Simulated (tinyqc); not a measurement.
Inputs raised by 5 %, one at a time: Heisenberg spin cluster by exact diagonalisation: multiplets, susceptibility, level crossings. Computed by tinyqc, a small Python program. Command: `OMP_NUM_THREADS=1 python tinyqc.py 3020634 3020635 out.jsonl spincl sens`. One thread of a shared host (Intel(R) Xeon(R) Processor @ 2.30GHz), about 0.01 s of CPU time with the checks.

H = J1 sum S_i.S_j over the bonds 1-2, 2-3 + J2 sum over 1-3 - g mu_B B S_z; J > 0 is antiferromagnetic.

Inputs (values chosen for the exercise, for a model cluster):
```
quantity       value  unit
exchange J1     2.84   meV
exchange J2     0.65   meV
g factor           2     -
temperature T    9.4     K
field B         0.64     T
```

Cluster: triangle, two J1 bonds and one J2 bond. Spin s of each site: 1.

Constants: k_B = 8.617333262e-05 eV/K; mu_B = 5.7883818060e-05 eV/T.

Method:
- Every multiplet has one member in the block S_z = 0; diagonalise it and read the total spin from <S^2> = S (S + 1).
- Z = sum k (2S + 1) exp(-E/(k_B T)) over the table, k the number of multiplets; <S^2> likewise with the factor S (S + 1); chi T = N_A g^2 mu_B^2 <S^2>/(3 k_B) = 0.125049 g^2 <S^2> cm^3 K/mol (cgs, per mole of clusters); C = (<E^2> - <E>^2)/(k_B T)^2; entropy = ln Z + <E>/(k_B T).
- Each multiplet splits as E - g mu_B B m; <S_z> is the Boltzmann mean. The first level crossing is at the smallest (E_S - E_0)/(g mu_B (S - S_0)) over higher spins (0 if the ground state has the highest spin).

Runs:
```
input moved        from      to  chi T (cm^3 K/mol)  heat capacity (k_B)  entropy (k_B)     <S_z>
base run              -       -              0.9561              0.36857         1.2781  0.058204
exchange J1 (meV)  2.84   2.982              0.9625              0.32837         1.2530  0.058591
exchange J2 (meV)  0.65  0.6825              0.9523              0.37293         1.2871  0.057977
g factor              2     2.1              1.0541              0.36857         1.2781  0.061106
temperature T (K)   9.4    9.87              0.9531              0.40841         1.2971  0.055264
field B (T)        0.64   0.672              0.9561              0.36857         1.2781  0.061106
```

Exponents ln(y'/y) / ln(x'/x):
```
input           chi T  heat capacity  entropy   <S_z>
exchange J1     0.136         -2.367   -0.407   0.136
exchange J2    -0.080          0.241    0.143  -0.080
g factor        2.000          0.000    0.000   0.997
temperature T  -0.065          2.104    0.301  -1.062
field B         0.000          0.000    0.000   0.997
```

Which inputs matter most for each result?

Among the inputs moved here: chi T answers most in size to g factor (exponent +2.000), next to exchange J1 (+0.136); its exponent is below 0.0005 for field B. Its exponent +2.000 in g factor: chi carries g^2. Heat capacity answers most in size to exchange J1 (exponent -2.367), next to temperature T (+2.104); its exponent is below 0.0005 for g factor, field B. entropy answers most in size to exchange J1 (exponent -0.407), next to temperature T (+0.301); its exponent is below 0.0005 for g factor, field B. <S_z> answers most in size to temperature T (exponent -1.062), next to g factor (+0.997).

Extremes, crossings and ranges named in words are read from the listed rows.
